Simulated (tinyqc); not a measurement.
Virtual crystal, CPA and unmixed bands: coherent potential approximation for a binary alloy with a semi-elliptic band.

Site levels eA = -x d (share 1 - x) and eB = (1 - x) d (share x), so that their mean, the virtual crystal, is 0. Pure band: G0(z) = 2 (z - sqrt(z - W) sqrt(z + W))/W^2 with principal roots, density -Im G/pi per site. The medium has a self-energy S(z), G = G0(z - S), z = E + i eta. t_i = (e_i - S)/(1 - (e_i - S) G); the CPA demands <t> = (1 - x) tA + x tB = 0. Iteration: start at S = 0, set S(new) = S + <t>/(1 + <t> G), stop when |<t>| < 1e-9 eV.

Parameters, chosen for this exercise: W = 1.2 eV (half width of the pure band); x = 0.46 (fraction of B); d = 0.91 eV (eB - eA); eta = 0.024 eV (broadening); E1 = -1.6 eV (first energy); dE = 0.24 eV (step).

Fifteen energies E1 + j dE. Virtual crystal: G0(z). Unmixed: (1 - x) G0(z - eA) + x G0(z - eB), the limit of large separate grains.

Densities (1/eV) and self-energy (eV):

| E (eV) | virtual crystal | CPA | unmixed | Re S | Im S |
|---|---|---|---|---|---|
| -1.60 | 0.0054 | 0.0097 | 0.0531 | -0.1518 | -0.0039 |
| -1.36 | 0.0119 | 0.1445 | 0.1737 | -0.2080 | -0.0409 |
| -1.12 | 0.1821 | 0.3026 | 0.2293 | -0.2115 | -0.0961 |
| -0.88 | 0.3504 | 0.3761 | 0.2640 | -0.2114 | -0.1412 |
| -0.64 | 0.4383 | 0.4107 | 0.3536 | -0.2096 | -0.1903 |
| -0.40 | 0.4897 | 0.4154 | 0.4394 | -0.2034 | -0.2531 |
| -0.16 | 0.5153 | 0.3905 | 0.4742 | -0.1798 | -0.3492 |
| 0.08 | 0.5188 | 0.3479 | 0.4794 | -0.0310 | -0.4907 |
| 0.32 | 0.5008 | 0.3761 | 0.4569 | 0.1676 | -0.3848 |
| 0.56 | 0.4587 | 0.3930 | 0.3992 | 0.2117 | -0.2777 |
| 0.80 | 0.3851 | 0.3788 | 0.2540 | 0.2262 | -0.2044 |
| 1.04 | 0.2549 | 0.3302 | 0.2166 | 0.2323 | -0.1448 |
| 1.28 | 0.0196 | 0.2284 | 0.1815 | 0.2342 | -0.0852 |
| 1.52 | 0.0067 | 0.0187 | 0.1227 | 0.1920 | -0.0081 |
| 1.76 | 0.0039 | 0.0059 | 0.0111 | 0.1448 | -0.0031 |

d/W = 0.76. CPA and virtual crystal differ by at most 0.209 1/eV, at 1.28 eV, against a peak of 0.531 for the pure band. |Im S| is largest at 0.08 eV (Im S = -0.491 eV); where the density is near zero this is no damping of states. The CPA density has a dip at 0.08 eV (0.3479): the band is parting, or has parted, into an A-like and a B-like subband (in a true gap only the tail of eta remains), which no virtual crystal can show.

Run: tinyqc, `OMP_NUM_THREADS=1 python tinyqc.py 1452093 1452094 out.jsonl`; Intel(R) Xeon(R) Processor @ 2.30GHz, one thread, shared host; about 0.01 s of CPU time with all checks.
